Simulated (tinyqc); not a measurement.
## Single-electron transistor, orthodox theory and master equation: linear conductance against temperature

A metal island with n extra electrons joins the left lead (voltage V) and the right lead (0 V) by tunnel junctions and couples to a gate. Cs = CL + CR + Cg. Adding electron n + 1 costs mu(n) = [q (n + 1/2) - CL V - Cg Vg]/Cs (in volts); the Fermi levels are -V (left) and 0 (right). A jump that gains the energy W has the rate G(W) = (W/q)/(R [1 - exp(-W/Vt)]), W in volts, Vt = kB T/q. Sequential tunnelling only; I > 0 flows from left to right.

Onto the island: from the left W = -V - mu(n), from the right W = -mu(n); off the island (n + 1 to n): to the left W = mu(n) + V, to the right W = mu(n). Steady state: p(n + 1)/p(n) = (sum of on rates)/(sum of off rates), normalised. I = q sum_n [p(n + 1) (off to left) - p(n) (on from left)]. Enough charge states are kept that the digits shown do not change. The conductance is dI/dV at V = 0 times RL + RR, at Vg = q/(2 Cg) (peak) and Vg = 0 (valley).

Parameters, values chosen for the exercise: capacitance of the left junction CL = 0.35 aF; capacitance of the right junction CR = 0.79 aF; gate capacitance Cg = 0.3 aF; resistance of the left junction RL = 2900 kohm; resistance of the right junction RR = 58000 kohm.

Constants: q = 1.602176634e-19 C, kB = 1.380649e-23 J/K, Vt = kB T/q. Results are converted to the units shown.

Linear conductance against temperature:
```
T (K),kB T/(q^2/Cs),peak,valley
23,0.01781,0.5000,3.625e-11
37,0.02866,0.5000,9.231e-7
57,0.04415,0.5000,2.731e-4
90,0.06971,0.5000,0.01099
140,0.1084,0.5009,0.09078
220,0.1704,0.5152,0.2980
350,0.2711,0.5802,0.5311
550,0.4260,0.6861,0.6827
860,0.6661,0.7828,0.7828
```

Read the table: what changes, and by how much?

At low temperature the peak is 0.500, the limit 1/2 of a metal island with only two charge states in play; it rises from 0.500 to 0.783, and the valley rises from 3.63e-11 to 0.783. Among the rows the valley is within 10 % of the peak from kB T = 0.27 q^2/Cs on: the oscillation is washed out.

Range of the model: Cotunnelling, which dominates deep in the blockade, is left out.

Program tinyqc, `OMP_NUM_THREADS=1 python tinyqc.py 2780031 2780032 out.jsonl`; Intel Xeon 2.30GHz, shared host, one thread, about 0.01 s.
